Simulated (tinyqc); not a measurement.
Length of a polyene: Hueckel, PPP and singles CI along the polyenes. Computed by the program tinyqc. Hueckel uses the same beta without repulsion; CIS keeps all single excitations and so misses the low, doubly excited 2Ag state. W is the valence ionisation energy of a centre, MN the Mataga-Nishimoto formula, f the oscillator strength.

All-trans chains of carbon centres 1.40 angstrom apart:

| parameter | value |
|---|---|
| beta (eV), times 1 +/- alternation | -2.360000 |
| alternation | 0.070000 |
| W (eV) | 11.160000 |
| gamma_rr (eV) | 10.840000 |
| repulsion formula | Ohno |

Gaps and excitations (eV):

| centres | Hueckel gap | PPP orbital gap | bright singlet (CIS) | f | lowest triplet (CIS) |
|---|---|---|---|---|---|
| 2 | 5.050 | 12.512 | 6.740 | 0.578 | 3.361 |
| 4 | 3.312 | 9.990 | 5.291 | 1.069 | 2.395 |
| 6 | 2.518 | 8.720 | 4.446 | 1.489 | 1.936 |
| 8 | 2.070 | 7.969 | 3.906 | 1.861 | 1.690 |
| 10 | 1.783 | 7.483 | 3.538 | 2.198 | 1.544 |

What does the comparison show, and why?

The Hueckel gap tends to 4 x alternation x |beta| = 0.66 eV for long chains. Exchange opens the PPP orbital gap, and the attraction of electron and hole brings the bright state 3.94 eV below it at 10 centres; the triplet lies 1.99 eV lower still.
